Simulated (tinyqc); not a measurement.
# Berg model of reactive sputtering of a nitride or oxide: poisoning, hysteresis and pumping speed, step by step

A worked calculation. Computed by tinyqc, a small Python program that keeps every step. Command: `OMP_NUM_THREADS=1 python tinyqc.py 3027676 3027677 out.jsonl berg walk`. One thread of a shared host (Intel(R) Xeon(R) Processor @ 2.30GHz), about 0.05 s of CPU time with the checks. Intermediate numbers are printed to about 6 digits and carried at full precision; extremes and crossings named in words are read from the listed rows.

A diatomic gas reacts with bare metal on the target and on the collecting surfaces; ions remove metal and compound from the target. theta_t and theta_c are the compound fractions.

Inputs (values chosen for the exercise, close to those used for titanium nitride): ion current density J = 35 mA/cm^2; target area A_t = 240 cm^2; collecting area A_c = 2400 cm^2; metal yield Y_m = 0.56; compound yield Y_c = 0.12; sticking coefficient alpha = 0.2; reactive atoms per metal atom z = 1; gas mass M = 28 u; pumping speed S = 37 l/s; gas temperature T = 300 K; reactive partial pressure P = 0.0052 Pa.

Constants: e = 1.602176634e-19 C; u = 1.6605390666e-27 kg; k_B = 1.380649e-23 J/K.

## Steady state at the pressure P

Ion flux j = J/e; gas flux F = P/sqrt(2 pi M k_B T). Target: (2/z) alpha F (1 - theta_t) = j Y_c theta_t. Sputtered flows F_c = j Y_c theta_t A_t, F_m = j Y_m (1 - theta_t) A_t. Collector: (2/z) alpha F (1 - theta_c) A_c + F_c (1 - theta_c) = F_m theta_c. Gas use Q = alpha F [(1 - theta_t) A_t + (1 - theta_c) A_c] + P S/(k_B T); 1 sccm = 4.4780e17 molecules/s. Rate R = F_m + F_c, given relative to j Y_m A_t.

ion flux j = 2.18453e+17 1/(cm^2 s)

gas flux F = 1.49488e+16 1/(cm^2 s)

theta_t = 0.185735

theta_c = 0.393632

gas use (sccm): target 1.30476, collector 9.71631, pump 0.10373

total flow Q = 11.1248 sccm

rate relative to clean metal = 0.854065

The target is mostly metallic. The film is 39.4 % compound.

## Critical pumping speed

P is a single-valued function of the flow Q only if dQ/dP > 0 everywhere: S must exceed k_B T times the steepest fall of the surface terms with P.

pressure of the steepest fall = 0.0364450 Pa

critical pumping speed = 159.137 l/s

S is 0.23 times the critical value: the flow curve is S-shaped and flow control shows hysteresis.

## The hysteresis loop

Turning points solve dQ/dP = 0; a jump keeps Q fixed; the width of the loop is the difference of the two turning flows.

Corners of the loop:
```
point                          P (Pa)  Q (sccm)   theta_t   theta_c  relative rate
edge of the metallic branch  0.021155   16.7563  0.481327  0.801303       0.621815
landing, poisoned            0.422220   16.7563  0.948773  0.998717       0.254535
edge of the poisoned branch  0.142319   13.3135  0.861934  0.989923       0.322766
landing, metallic            0.007389   13.3135  0.244776  0.497254       0.807676
```

width of the loop = 3.44280 sccm

Raising the flow past 16.8 sccm drops the rate from 0.622 to 0.255; the metallic mode returns only below 13.3 sccm. The best film reachable on the metallic branch is 80 % compound, so the region between needs pressure feedback. The pressure P of the inputs lies on the metallic branch.

## Flow curve at three pumping speeds

The formulas are those given above.

Pressure as the free variable:
```
P (Pa)   theta_t   theta_c  relative rate  Q at S_c/4 (sccm)  Q at S_c (sccm)  Q at 2 S_c (sccm)
0.0018  0.073180  0.166302       0.942501             5.1770           5.2928             5.4472
0.0036  0.136380  0.298575       0.892844             8.8164           9.0481             9.3570
0.0073  0.242550  0.493551       0.809425            13.2530          13.7227            14.3491
0.0130  0.363161  0.671162       0.714660            16.0031          16.8396            17.9550
0.0220  0.491106  0.810262       0.614131            16.7847          18.2004            20.0880
0.0360  0.612278  0.900657       0.518925            16.0939          18.4104            21.4992
0.0580  0.717850  0.952079       0.435975            14.8516          18.5838            23.5602
0.0910  0.799671  0.977555       0.371687            13.8633          19.7191            27.5268
0.1500  0.868071  0.990850       0.317944            13.5451          23.1975            36.0674
0.2900  0.927119  0.997353       0.271549            15.0989          33.7603            58.6420
```

At S_c/4 the flow falls with pressure in 4 of the intervals: as the target poisons, less metal arrives to getter the gas. At 2 S_c it rises throughout. Coverages and rate depend on P alone, not on S. The collector converts before the target (theta_c = 0.81 at theta_t = 0.49), since the metal is spread over a larger area and no ions clean it. The rate tends to Y_c/Y_m = 0.214.

Checks made by the program: gas taken up by surfaces against gas bound in the growing film (relative difference below 1e-10).
